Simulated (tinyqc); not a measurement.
Inside a calculation. Model: ion implantation: universal nuclear stopping, Lindhard-Scharff electronic stopping and a Gaussian range profile. Computed by tinyqc, a small Python program that keeps every step. Command: `OMP_NUM_THREADS=1 python tinyqc.py 3017126 3017127 out.jsonl implant walk`. One thread of a shared host (Intel(R) Xeon(R) Processor @ 2.30GHz), about 0.08 s of CPU time with the checks. Intermediate numbers are printed to about 6 digits and carried at full precision; extremes and crossings named in words are read from the listed rows.

An ion slows by elastic collisions with screened nuclei and by friction with electrons; channelling is ignored and the target is uniform.

Inputs (values chosen for the exercise, modelled on germanium ions in silicon):
```
quantity                                 value    unit
ion atomic number Z1                        32       -
ion mass M1                                 74       u
target atomic number Z2                     14       -
target mass M2                           28.09       u
target density N                         49.94  1/nm^3
ion energy E                               2.7     keV
scale factor of electronic stopping k      1.1       -
dose Q                                 6.2e+13  1/cm^2
background C_B                         1.7e+16  1/cm^3
displacement energy E_d                     15      eV
anneal budget D t                      5.7e-14    cm^2
```

Follow-up: anneal.

## Stopping at the entry energy

Reduced energy eps = 32.53 M2 E/(Z1 Z2 (M1 + M2)(Z1^0.23 + Z2^0.23)), E in keV; s_n = ln(1 + 1.1383 eps)/(2 (eps + 0.01321 eps^0.21226 + 0.19593 eps^0.5)) for eps up to 30 and ln(eps)/(2 eps) above; S_n = 8.462 Z1 Z2 M1 s_n/((M1 + M2)(Z1^0.23 + Z2^0.23)) in 1e-15 eV cm^2. S_e = k 3.83 Z1^(7/6) Z2/(Z1^(2/3) + Z2^(2/3))^(3/2) sqrt(E/M1) in 1e-15 eV cm^2, E in keV. dE/dx = N (S_n + S_e); 1e-15 eV cm^2 = 0.1 eV nm^2.

reduced energy eps = 0.0133061

s_n = 0.182490

S_n = 123.695 x 1e-15 eV cm^2

S_e = 10.1434 x 1e-15 eV cm^2

energy loss dE/dx = 668.388 eV/nm

Nuclear stopping carries 92 % of the loss at entry.

## Range and straggle

Path length R = int_0^E dE'/(N (S_n + S_e)); energy lost to nuclei nu = int_0^E S_n/(S_n + S_e) dE' (both with E' = E y^3 and 64 Gauss-Legendre points in y). Estimates of Lindhard type: R_p = R/(1 + M2/(3 M1)), straggle dR_p = (2/3) R_p sqrt(M1 M2)/(M1 + M2).

path length R = 8.01878 nm

projected range R_p = 7.11812 nm

straggle dR_p = 2.11925 nm

energy lost to nuclei nu = 2.50669 keV

93 % of the energy goes to nuclei over the whole path.

## Gaussian profile

C(x) = C_p exp(-(x - R_p)^2/(2 dR_p^2)) with C_p = Q/(sqrt(2 pi) dR_p), 1 nm = 1e-7 cm; the profile falls to the background at x_j = R_p + dR_p sqrt(2 ln(C_p/C_B)); the peak atomic fraction is C_p/N.

peak concentration C_p = 1.16713e+20 1/cm^3

Depth x_j where C falls to C_B = 16.0262 nm

peak atomic fraction = 0.00233707

## Damage

Kinchin-Pease count with efficiency 0.8: N_d = 0.8 nu/(2 E_d), taking all of nu as damage energy (an upper estimate, as recoils also lose energy to electrons). Spread over a depth R_p + dR_p, displacements per atom = Q N_d/(N (R_p + dR_p)).

displacements per ion N_d = 66.8451

displacements per atom = 0.0898389

One displacement per atom would need a dose of 6.9e14 per cm^2 if no defects annealed.

## Anneal

Far from the surface a Gaussian stays Gaussian: sigma^2 = dR_p^2 + 2 D t; peak Q/(sqrt(2 pi) sigma); x_j = R_p + sigma sqrt(2 ln(peak/C_B)).

width sigma = 3.98638 nm

peak after the anneal = 6.20473e+19 1/cm^3

x_j after the anneal = 23.2641 nm

x_j moves by 7.24 nm.

## Nuclear against electronic stopping over energy

The formulas are those given above.

Stopping (1e-15 eV cm^2) and range:
```
E (keV)          eps      S_n      S_e   R (nm)      nu/E
1        4.92820e-03   82.574    6.173    4.995  0.930322
2        9.85639e-03  110.358    8.730    6.912  0.929443
5        2.46410e-02  152.650   13.803   11.069  0.924781
10       4.92820e-02  185.442   19.521   16.416  0.917717
20       9.85639e-02  214.316   27.607   25.301  0.906310
50       2.46410e-01  237.049   43.650   47.960  0.880958
100      4.92820e-01  235.176   61.731   82.397  0.849114
200      9.85639e-01  213.666   87.301  149.143  0.799190
500      2.46410e+00  162.459  138.034  349.264  0.690649
```

Nuclear stopping peaks near 50 keV among these rows (eps = 0.25; the universal curve peaks near 0.3). Nuclear stopping leads throughout. The path length grows as E^0.47 at the low end and E^0.93 at the high end; constant stopping would give E^1, and stopping that rises with E, be it nuclear (below its peak) or electronic, gives a lower exponent.

Checks made by the program: range against adaptive quadrature (relative difference 8e-06).
